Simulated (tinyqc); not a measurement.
Harmonic frequencies on the UHF/sto-3g surface (energies and gradients from PySCF), for BeH, spin multiplicity 2, step by step. One step of it, computed by the program tinyqc.

Task: Normal modes. Diagonalise H_ij / sqrt(m_i m_j); the 5 smallest eigenvalues belong to translations and rotations; wavenumber = sqrt(eigenvalue / 1822.888) x 219474.63; each mode has its largest component positive (the first on a tie); zero-point energy = sum of wavenumbers / 2, with 349.755 1/cm per kcal/mol.

Hessian (symmetrised) (hartree/bohr^2), lower triangle:
```
             1Bex         1Bey         1Bez          2Hx          2Hy         2Hz
1Bex  -0.00000330
1Bey   0.00000000  -0.00000330
1Bez   0.00000000   0.00000000   0.22421659
2Hx    0.00000330   0.00000000   0.00000000  -0.00000330
2Hy    0.00000000   0.00000330   0.00000000   0.00000000  -0.00000330
2Hz    0.00000000   0.00000000  -0.22421659   0.00000000   0.00000000  0.22421659
```

masses (u): 1Be 9.012182, 2H 1.007825

Give: eigenvalues of the mass-weighted Hessian; harmonic wavenumbers of the vibrations; mass-weighted modes; zero-point energy.

Result:

eigenvalues of the mass-weighted Hessian (hartree/(bohr^2 u)): 0.0000  0.0000  0.0000  0.0000  0.0000  0.2474

harmonic wavenumbers of the vibrations (1/cm): 2556.6

mass-weighted modes:
```
       mode 1
1Bex   0.0000
1Bey   0.0000
1Bez  -0.3171
2Hx    0.0000
2Hy    0.0000
2Hz    0.9484
```

zero-point energy = 3.6549 kcal/mol
